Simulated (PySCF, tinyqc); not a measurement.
Inside a calculation (part 1 of 2). Method: RHF in the sto-3g basis, for H6, spin multiplicity 1. The lowest restricted solution is unstable here: a spin-polarised one lies 0.0690 hartree lower (PySCF). Computed by tinyqc, a small Python program that keeps every step (integrals from PySCF). Settings: charge = 0, multiplicity = 1, basis = sto-3g, energy threshold = 1e-10, iteration cap = 79, orthogonalisation = symmetric, start = core, DIIS depth = 4, method = RHF. Command: `OMP_NUM_THREADS=1 python tinyqc.py 24790 24791 out.jsonl` (the two numbers bound the seeds that draw the settings). One thread of a shared host (Intel(R) Xeon(R) Processor @ 2.60GHz), about 0.05 s of CPU time with the checks. Later iterations appear only in the table of the cycle.

## One-electron integrals

Geometry (angstrom):

| atom | x | y | z |
|---|---|---|---|
| H | 0.000000 | 0.000000 | 0.000000 |
| H | 0.000000 | 0.000000 | 1.356000 |
| H | 0.000000 | 0.000000 | 3.036000 |
| H | 0.000000 | 0.000000 | 4.392000 |
| H | 0.000000 | 0.000000 | 6.072000 |
| H | 0.000000 | 0.000000 | 7.428000 |

Basis sto-3g: exponents (1/bohr^2) and contraction coefficients of normalised primitives:

| element | l (shell) | exponent | coefficient |
|---|---|---|---|
| H | s (1) | 3.425251 | 0.154329 |
| H | s (1) | 0.623914 | 0.535328 |
| H | s (1) | 0.168855 | 0.444635 |

Overlap, kinetic and nuclear-attraction integrals over the contracted functions; the nuclear repulsion is the sum of Za Zb / Rab.

nuclear repulsion = 3.09664589 hartree

overlap S:
```
          1H 1s     2H 1s     3H 1s     4H 1s     5H 1s     6H 1s
1H 1s  1.000000  0.314220  0.016921  0.000627  0.000003  0.000000
2H 1s  0.314220  1.000000  0.197151  0.016921  0.000251  0.000003
3H 1s  0.016921  0.197151  1.000000  0.314220  0.016921  0.000627
4H 1s  0.000627  0.016921  0.314220  1.000000  0.197151  0.016921
5H 1s  0.000003  0.000251  0.016921  0.197151  1.000000  0.314220
6H 1s  0.000000  0.000003  0.000627  0.016921  0.314220  1.000000
```

kinetic energy T (hartree):
```
           1H 1s      2H 1s      3H 1s      4H 1s      5H 1s      6H 1s
1H 1s   0.760032   0.025359  -0.006332  -0.000507  -0.000005   0.000000
2H 1s   0.025359   0.760032  -0.001768  -0.006332  -0.000235  -0.000005
3H 1s  -0.006332  -0.001768   0.760032   0.025359  -0.006332  -0.000507
4H 1s  -0.000507  -0.006332   0.025359   0.760032  -0.001768  -0.006332
5H 1s  -0.000005  -0.000235  -0.006332  -0.001768   0.760032   0.025359
6H 1s   0.000000  -0.000005  -0.000507  -0.006332   0.025359   0.760032
```

nuclear attraction V (hartree):
```
           1H 1s      2H 1s      3H 1s      4H 1s      5H 1s      6H 1s
1H 1s  -2.067146  -0.602877  -0.030389  -0.001103  -0.000005   0.000000
2H 1s  -0.602877  -2.302042  -0.384991  -0.031730  -0.000463  -0.000005
3H 1s  -0.030389  -0.384991  -2.397470  -0.664018  -0.031730  -0.001103
4H 1s  -0.001103  -0.031730  -0.664018  -2.397470  -0.384991  -0.030389
5H 1s  -0.000005  -0.000463  -0.031730  -0.384991  -2.302042  -0.602877
6H 1s   0.000000  -0.000005  -0.001103  -0.030389  -0.602877  -2.067146
```

core Hamiltonian H = T + V (hartree):
```
           1H 1s      2H 1s      3H 1s      4H 1s      5H 1s      6H 1s
1H 1s  -1.307114  -0.577518  -0.036721  -0.001610  -0.000010   0.000000
2H 1s  -0.577518  -1.542010  -0.386759  -0.038062  -0.000698  -0.000010
3H 1s  -0.036721  -0.386759  -1.637438  -0.638659  -0.038062  -0.001610
4H 1s  -0.001610  -0.038062  -0.638659  -1.637438  -0.386759  -0.036721
5H 1s  -0.000010  -0.000698  -0.038062  -0.386759  -1.542010  -0.577518
6H 1s   0.000000  -0.000010  -0.001610  -0.036721  -0.577518  -1.307114
```

## Two-electron integrals

Functions are numbered as in S; the eight-fold symmetry (ij|kl) = (ji|kl) = (kl|ij) leaves the list below.

Two-electron integrals (ij|kl) in chemists' order, unique and non-zero (hartree):
```
(11|11) 0.774606   (21|11) 0.175672   (21|21) 0.057918   (22|11) 0.377827
(22|21) 0.175672   (22|22) 0.774606   (31|11) 0.006002   (31|21) 0.002389
(31|22) 0.009167   (31|31) 0.000132   (32|11) 0.048666   (32|21) 0.021826
(32|22) 0.100540   (32|31) 0.001531   (32|32) 0.021238   (33|11) 0.174292
(33|21) 0.071553   (33|22) 0.311618   (33|31) 0.006002   (33|32) 0.100540
(33|33) 0.774606   (41|11) 0.000154   (41|21) 0.000066   (41|22) 0.000287
(41|31) 4.51e-06   (41|32) 0.000061   (41|33) 0.000287   (41|41) 1.78e-07
(42|11) 0.003206   (42|21) 0.001354   (42|22) 0.006002   (42|31) 0.000102
(42|32) 0.001531   (42|33) 0.009167   (42|41) 4.51e-06   (42|42) 0.000132
(43|11) 0.045064   (43|21) 0.017556   (43|22) 0.071553   (43|31) 0.001354
(43|32) 0.021826   (43|33) 0.175672   (43|41) 0.000066   (43|42) 0.002389
(43|43) 0.057918   (44|11) 0.120487   (44|21) 0.045064   (44|22) 0.174292
(44|31) 0.003206   (44|32) 0.048666   (44|33) 0.377827   (44|41) 0.000154
(44|42) 0.006002   (44|43) 0.175672   (44|44) 0.774606   (51|11) 5.15e-07
(51|21) 2.10e-07   (51|22) 9.02e-07   (51|31) 1.63e-08   (51|32) 2.51e-07
(51|33) 1.63e-06   (51|42) 2.28e-08   (51|43) 4.28e-07   (51|44) 1.06e-06
(52|11) 0.000036   (52|21) 0.000014   (52|22) 0.000057   (52|31) 1.06e-06
(52|32) 0.000017   (52|33) 0.000122   (52|41) 5.04e-08   (52|42) 1.74e-06
(52|43) 0.000040   (52|44) 0.000122   (52|52) 2.88e-08   (53|11) 0.001988
(53|21) 0.000742   (53|22) 0.002865   (53|31) 0.000053   (53|32) 0.000795
(53|33) 0.006002   (53|41) 2.48e-06   (53|42) 0.000091   (53|43) 0.002389
(53|44) 0.009167   (53|51) 1.63e-08   (53|52) 1.74e-06   (53|53) 0.000132
(54|11) 0.020037   (54|21) 0.007277   (54|22) 0.027157   (54|31) 0.000489
(54|32) 0.006982   (54|33) 0.048666   (54|41) 0.000022   (54|42) 0.000795
(54|43) 0.021826   (54|44) 0.100540   (54|51) 1.42e-07   (54|52) 0.000017
(54|53) 0.001531   (54|54) 0.021238   (55|11) 0.087150   (55|21) 0.030921
(55|22) 0.112209   (55|31) 0.001988   (55|32) 0.027157   (55|33) 0.174292
(55|41) 0.000086   (55|42) 0.002865   (55|43) 0.071553   (55|44) 0.311618
(55|51) 5.15e-07   (55|52) 0.000057   (55|53) 0.006002   (55|54) 0.100540
(55|55) 0.774606   (61|33) 5.75e-09   (61|44) 5.75e-09   (62|11) 3.56e-07
(62|21) 1.33e-07   (62|22) 5.15e-07   (62|31) 9.45e-09   (62|32) 1.42e-07
(62|33) 1.06e-06   (62|42) 1.63e-08   (62|43) 4.28e-07   (62|44) 1.63e-06
(62|53) 2.28e-08   (62|54) 2.51e-07   (62|55) 9.02e-07   (63|11) 0.000064
(63|21) 0.000023   (63|22) 0.000086   (63|31) 1.55e-06   (63|32) 0.000022
(63|33) 0.000154   (63|41) 7.02e-08   (63|42) 2.48e-06   (63|43) 0.000066
(63|44) 0.000287   (63|52) 5.04e-08   (63|53) 4.51e-06   (63|54) 0.000061
(63|55) 0.000287   (63|63) 1.78e-07   (64|11) 0.001525   (64|21) 0.000544
(64|22) 0.001988   (64|31) 0.000035   (64|32) 0.000489   (64|33) 0.003206
(64|41) 1.55e-06   (64|42) 0.000053   (64|43) 0.001354   (64|44) 0.006002
(64|51) 9.45e-09   (64|52) 1.06e-06   (64|53) 0.000102   (64|54) 0.001531
(64|55) 0.009167   (64|62) 1.63e-08   (64|63) 4.51e-06   (64|64) 0.000132
(65|11) 0.024682   (65|21) 0.008647   (65|22) 0.030921   (65|31) 0.000544
(65|32) 0.007277   (65|33) 0.045064   (65|41) 0.000023   (65|42) 0.000742
(65|43) 0.017556   (65|44) 0.071553   (65|51) 1.33e-07   (65|52) 0.000014
(65|53) 0.001354   (65|54) 0.021826   (65|55) 0.175672   (65|62) 2.10e-07
(65|63) 0.000066   (65|64) 0.002389   (65|65) 0.057918   (66|11) 0.071241
(66|21) 0.024682   (66|22) 0.087150   (66|31) 0.001525   (66|32) 0.020037
(66|33) 0.120487   (66|41) 0.000064   (66|42) 0.001988   (66|43) 0.045064
(66|44) 0.174292   (66|51) 3.56e-07   (66|52) 0.000036   (66|53) 0.003206
(66|54) 0.048666   (66|55) 0.377827   (66|62) 5.15e-07   (66|63) 0.000154
(66|64) 0.006002   (66|65) 0.175672   (66|66) 0.774606
```

## Orthogonalisation

S = U s U^T; symmetric (Loewdin) form X = U s^(-1/2) U^T, so that X^T S X = 1.

eigenvalues of S: 0.556341  0.654712  0.784845  1.169239  1.344342  1.490520

X:
```
           1H 1s      2H 1s      3H 1s      4H 1s      5H 1s      6H 1s
1H 1s   1.040574  -0.170824   0.017476  -0.003073   0.000352  -0.000066
2H 1s  -0.170824   1.057306  -0.110824   0.017836  -0.001929   0.000352
3H 1s   0.017476  -0.110824   1.057973  -0.174093   0.017836  -0.003073
4H 1s  -0.003073   0.017836  -0.174093   1.057973  -0.110824   0.017476
5H 1s   0.000352  -0.001929   0.017836  -0.110824   1.057306  -0.170824
6H 1s  -0.000066   0.000352  -0.003073   0.017476  -0.170824   1.040574
```

## Starting guess

The start is the orbitals of the core Hamiltonian; D = 2 C_occ C_occ^T.

D at the start:
```
           1H 1s      2H 1s      3H 1s      4H 1s      5H 1s      6H 1s
1H 1s   0.146339   0.431545   0.016487  -0.181458   0.119887   0.060948
2H 1s   0.431545   1.321187   0.257753  -0.464706   0.183692   0.119887
3H 1s   0.016487   0.257753   1.003768   0.544911  -0.464706  -0.181458
4H 1s  -0.181458  -0.464706   0.544911   1.003768   0.257753   0.016487
5H 1s   0.119887   0.183692  -0.464706   0.257753   1.321187   0.431545
6H 1s   0.060948   0.119887  -0.181458   0.016487   0.431545   0.146339
```

## Iteration 1: building the Fock matrix

J_ij = sum D_kl (ij|kl), K_ij = sum D_kl (ik|jl); F = H + J - 0.5 K; E = tr D H + tr D J / 2 - 0.25 tr D K + E_nn.

Coulomb J (hartree):
```
          1H 1s     2H 1s     3H 1s     4H 1s     5H 1s     6H 1s
1H 1s  1.286799  0.509033  0.029990  0.001154  0.000006  0.000000
2H 1s  0.509033  2.041563  0.389867  0.033109  0.000488  0.000006
3H 1s  0.029990  0.389867  2.197001  0.666471  0.033109  0.001154
4H 1s  0.001154  0.033109  0.666471  2.197001  0.389867  0.029990
5H 1s  0.000006  0.000488  0.033109  0.389867  2.041563  0.509033
6H 1s  0.000000  0.000006  0.001154  0.029990  0.509033  1.286799
```

exchange K (hartree):
```
           1H 1s      2H 1s      3H 1s      4H 1s      5H 1s      6H 1s
1H 1s   0.342947   0.454959   0.064438  -0.027322   0.011253   0.010827
2H 1s   0.454959   1.253105   0.316830  -0.002664   0.007794   0.011253
3H 1s   0.064438   0.316830   1.083851   0.563111  -0.002664  -0.027322
4H 1s  -0.027322  -0.002664   0.563111   1.083851   0.316830   0.064438
5H 1s   0.011253   0.007794  -0.002664   0.316830   1.253105   0.454959
6H 1s   0.010827   0.011253  -0.027322   0.064438   0.454959   0.342947
```

Fock matrix F (hartree):
```
           1H 1s      2H 1s      3H 1s      4H 1s      5H 1s      6H 1s
1H 1s  -0.191788  -0.295964  -0.038950   0.013205  -0.005631  -0.005413
2H 1s  -0.295964  -0.126999  -0.155307  -0.003621  -0.004107  -0.005631
3H 1s  -0.038950  -0.155307   0.017637  -0.253744  -0.003621   0.013205
4H 1s   0.013205  -0.003621  -0.253744   0.017637  -0.155307  -0.038950
5H 1s  -0.005631  -0.004107  -0.003621  -0.155307  -0.126999  -0.295964
6H 1s  -0.005413  -0.005631   0.013205  -0.038950  -0.295964  -0.191788
```

total energy of this density = -2.44382097 hartree

## Iteration 1: diagonalisation and new density

Diagonalise F' = X^T F X, C = X C', fill 3 alpha and 3 beta electrons from the bottom; D = 2 C_occ C_occ^T. Each column has its largest component positive (the first on a tie).

F' = X^T F X (hartree):
```
           1          2          3          4          5          6
1  -0.106703  -0.278350   0.013965   0.008394  -0.005103  -0.003657
2  -0.278350  -0.004712  -0.174991   0.052669  -0.010191  -0.005103
3   0.013965  -0.174991   0.148734  -0.308089   0.052669   0.008394
4   0.008394   0.052669  -0.308089   0.148734  -0.174991   0.013965
5  -0.005103  -0.010191   0.052669  -0.174991  -0.004712  -0.278350
6  -0.003657  -0.005103   0.008394   0.013965  -0.278350  -0.106703
```

orbital energies (hartree): MO1 -0.370122, MO2 -0.353383, MO3 -0.167920, MO4 0.140013, MO5 0.253425, MO6 0.572627

coefficients C:
```
            MO1        MO2        MO3        MO4        MO5        MO6
1H 1s  0.431215   0.454128  -0.284102   0.555758  -0.537868   0.203049
2H 1s  0.386199   0.394891  -0.018721  -0.490136   0.652889  -0.433296
3H 1s  0.156119   0.108656   0.569226  -0.321970  -0.216006   0.807471
4H 1s  0.156119  -0.108656   0.569226   0.321970  -0.216006  -0.807471
5H 1s  0.386199  -0.394891  -0.018721   0.490136   0.652889   0.433296
6H 1s  0.431215  -0.454128  -0.284102  -0.555758  -0.537868  -0.203049
```

D after iteration 1:
```
           1H 1s      2H 1s      3H 1s      4H 1s      5H 1s      6H 1s
1H 1s   0.945785   0.702369  -0.090108  -0.287483  -0.014955   0.120857
2H 1s   0.702369   0.610878   0.185088   0.013459  -0.012877  -0.014955
3H 1s  -0.090108   0.185088   0.720394   0.673170   0.013459  -0.287483
4H 1s  -0.287483   0.013459   0.673170   0.720394   0.185088  -0.090108
5H 1s  -0.014955  -0.012877   0.013459   0.185088   0.610878   0.702369
6H 1s   0.120857  -0.014955  -0.287483  -0.090108   0.702369   0.945785
```

## Iteration 2: building the Fock matrix

As before.

Coulomb J (hartree):
```
          1H 1s     2H 1s     3H 1s     4H 1s     5H 1s     6H 1s
1H 1s  1.662597  0.527098  0.027228  0.000996  0.000005  0.000000
2H 1s  0.527098  1.763377  0.330838  0.028253  0.000419  0.000005
3H 1s  0.027228  0.330838  1.859889  0.568790  0.028253  0.000996
4H 1s  0.000996  0.028253  0.568790  1.859889  0.330838  0.027228
5H 1s  0.000005  0.000419  0.028253  0.330838  1.763377  0.527098
6H 1s  0.000000  0.000005  0.000996  0.027228  0.527098  1.662597
```

exchange K (hartree):
```
           1H 1s      2H 1s      3H 1s      4H 1s      5H 1s      6H 1s
1H 1s   1.014583   0.580949   0.045405  -0.028481  -0.004248   0.006922
2H 1s   0.580949   0.824864   0.231371   0.060336   0.002153  -0.004248
3H 1s   0.045405   0.231371   0.888465   0.559114   0.060336  -0.028481
4H 1s  -0.028481   0.060336   0.559114   0.888465   0.231371   0.045405
5H 1s  -0.004248   0.002153   0.060336   0.231371   0.824864   0.580949
6H 1s   0.006922  -0.004248  -0.028481   0.045405   0.580949   1.014583
```

Fock matrix F (hartree):
```
           1H 1s      2H 1s      3H 1s      4H 1s      5H 1s      6H 1s
1H 1s  -0.151809  -0.340895  -0.032196   0.013626   0.002119  -0.003461
2H 1s  -0.340895  -0.191065  -0.171606  -0.039977  -0.001356   0.002119
3H 1s  -0.032196  -0.171606  -0.221781  -0.349426  -0.039977   0.013626
4H 1s   0.013626  -0.039977  -0.349426  -0.221781  -0.171606  -0.032196
5H 1s   0.002119  -0.001356  -0.039977  -0.171606  -0.191065  -0.340895
6H 1s  -0.003461   0.002119   0.013626  -0.032196  -0.340895  -0.151809
```

total energy of this density = -2.84026607 hartree

## Iteration 2: DIIS over 2 matrices

error matrix X^T (FDS - SDF) X:
```
           1          2          3          4          5          6
1   0.000000   0.110986  -0.042267  -0.044539  -0.000781   0.000000
2  -0.110986   0.000000   0.017820   0.043891   0.000000   0.000781
3   0.042267  -0.017820   0.000000   0.000000  -0.043891   0.044539
4   0.044539  -0.043891   0.000000   0.000000  -0.017820   0.042267
5   0.000781   0.000000   0.043891   0.017820   0.000000  -0.110986
6   0.000000  -0.000781  -0.044539  -0.042267   0.110986   0.000000
```

B (overlaps of the stored error matrices):
```
                1               2
1   8.0020600e-01  -1.6976685e-01
2  -1.6976685e-01   7.3330520e-02
```

Minimise |sum c_i e_i|^2 with sum c_i = 1: solve [B -1; -1 0][c; lambda] = [0; -1] with B_ij = tr e_i^T e_j, and take F = sum c_i F_i.

DIIS coefficients: 0.200398  0.799602

extrapolated F (hartree):
```
           1H 1s      2H 1s      3H 1s      4H 1s      5H 1s      6H 1s
1H 1s  -0.159821  -0.331891  -0.033549   0.013542   0.000566  -0.003852
2H 1s  -0.331891  -0.178226  -0.168340  -0.032691  -0.001907   0.000566
3H 1s  -0.033549  -0.168340  -0.173802  -0.330251  -0.032691   0.013542
4H 1s   0.013542  -0.032691  -0.330251  -0.173802  -0.168340  -0.033549
5H 1s   0.000566  -0.001907  -0.032691  -0.168340  -0.178226  -0.331891
6H 1s  -0.003852   0.000566   0.013542  -0.033549  -0.331891  -0.159821
```

## Iteration 2: diagonalisation and new density

As before.

F' = X^T F X (hartree):
```
           1          2          3          4          5          6
1  -0.060617  -0.315971   0.022147   0.011153   0.000362  -0.003997
2  -0.315971  -0.048029  -0.160501   0.023496  -0.003680   0.000362
3   0.022147  -0.160501  -0.042538  -0.319420   0.023496   0.011153
4   0.011153   0.023496  -0.319420  -0.042538  -0.160501   0.022147
5   0.000362  -0.003680   0.023496  -0.160501  -0.048029  -0.315971
6  -0.003997   0.000362   0.011153   0.022147  -0.315971  -0.060617
```

orbital energies (hartree): MO1 -0.450497, MO2 -0.389849, MO3 -0.308430, MO4 0.145229, MO5 0.280646, MO6 0.420533

coefficients C:
```
            MO1        MO2        MO3        MO4        MO5        MO6
1H 1s  0.232939   0.411443  -0.402229  -0.507068  -0.583021   0.360451
2H 1s  0.325366   0.437547  -0.275562   0.336397   0.627668  -0.528495
3H 1s  0.418760   0.107058   0.436363   0.516379  -0.171104   0.699551
4H 1s  0.418760  -0.107058   0.436363  -0.516379  -0.171104  -0.699551
5H 1s  0.325366  -0.437547  -0.275562  -0.336397   0.627668   0.528495
6H 1s  0.232939  -0.411443  -0.402229   0.507068  -0.583021  -0.360451
```

D after iteration 2:
```
           1H 1s      2H 1s      3H 1s      4H 1s      5H 1s      6H 1s
1H 1s   0.770668   0.733310  -0.067848  -0.244042   0.013207   0.093526
2H 1s   0.733310   0.746489   0.125697  -0.061675  -0.019300   0.013207
3H 1s  -0.067848   0.125697   0.754469   0.708623  -0.061675  -0.244042
4H 1s  -0.244042  -0.061675   0.708623   0.754469   0.125697  -0.067848
5H 1s   0.013207  -0.019300  -0.061675   0.125697   0.746489   0.733310
6H 1s   0.093526   0.013207  -0.244042  -0.067848   0.733310   0.770668
```

## Iteration 3: building the Fock matrix

As before.

Coulomb J (hartree):
```
          1H 1s     2H 1s     3H 1s     4H 1s     5H 1s     6H 1s
1H 1s  1.594582  0.525733  0.027758  0.001023  0.000005  0.000000
2H 1s  0.525733  1.820657  0.340952  0.029059  0.000430  0.000005
3H 1s  0.027758  0.340952  1.913549  0.584894  0.029059  0.001023
4H 1s  0.001023  0.029059  0.584894  1.913549  0.340952  0.027758
5H 1s  0.000005  0.000430  0.029059  0.340952  1.820657  0.525733
6H 1s  0.000000  0.000005  0.001023  0.027758  0.525733  1.594582
```

exchange K (hartree):
```
           1H 1s      2H 1s      3H 1s      4H 1s      5H 1s      6H 1s
1H 1s   0.897654   0.586866   0.049381  -0.025798  -0.002207   0.006362
2H 1s   0.586866   0.919718   0.227215   0.048366  -0.000500  -0.002207
3H 1s   0.049381   0.227215   0.916247   0.575944   0.048366  -0.025798
4H 1s  -0.025798   0.048366   0.575944   0.916247   0.227215   0.049381
5H 1s  -0.002207  -0.000500   0.048366   0.227215   0.919718   0.586866
6H 1s   0.006362  -0.002207  -0.025798   0.049381   0.586866   0.897654
```

Fock matrix F (hartree):
```
           1H 1s      2H 1s      3H 1s      4H 1s      5H 1s      6H 1s
1H 1s  -0.161359  -0.345218  -0.033653   0.012312   0.001098  -0.003181
2H 1s  -0.345218  -0.181211  -0.159414  -0.033186  -0.000018   0.001098
3H 1s  -0.033653  -0.159414  -0.182012  -0.341737  -0.033186   0.012312
4H 1s   0.012312  -0.033186  -0.341737  -0.182012  -0.159414  -0.033653
5H 1s   0.001098  -0.000018  -0.033186  -0.159414  -0.181211  -0.345218
6H 1s  -0.003181   0.001098   0.012312  -0.033653  -0.345218  -0.161359
```

total energy of this density = -2.86662491 hartree

## Iteration 3: DIIS over 3 matrices

error matrix X^T (FDS - SDF) X:
```
           1          2          3          4          5          6
1   0.000000   0.003212  -0.017618  -0.001546   0.002332   0.000000
2  -0.003212   0.000000   0.000763   0.018092   0.000000  -0.002332
3   0.017618  -0.000763   0.000000   0.000000  -0.018092   0.001546
4   0.001546  -0.018092   0.000000   0.000000  -0.000763   0.017618
5  -0.002332   0.000000   0.018092   0.000763   0.000000  -0.003212
6   0.000000   0.002332  -0.001546  -0.017618   0.003212   0.000000
```

B (overlaps of the stored error matrices):
```
                1               2              3
1   8.0020600e-01  -1.6976685e-01  6.3340873e-03
2  -1.6976685e-01   7.3330520e-02  7.9033576e-03
3   6.3340873e-03   7.9033576e-03  2.6258416e-03
```

As before.

DIIS coefficients: -0.080676  -0.331013  1.411689

extrapolated F (hartree):
```
           1H 1s      2H 1s      3H 1s      4H 1s      5H 1s      6H 1s
1H 1s  -0.162066  -0.350623  -0.033708   0.011805   0.001304  -0.002908
2H 1s  -0.350623  -0.182323  -0.155710  -0.033323   0.000754   0.001304
3H 1s  -0.033708  -0.155710  -0.184954  -0.346291  -0.033323   0.011805
4H 1s   0.011805  -0.033323  -0.346291  -0.184954  -0.155710  -0.033708
5H 1s   0.001304   0.000754  -0.033323  -0.155710  -0.182323  -0.350623
6H 1s  -0.002908   0.001304   0.011805  -0.033708  -0.350623  -0.162066
```
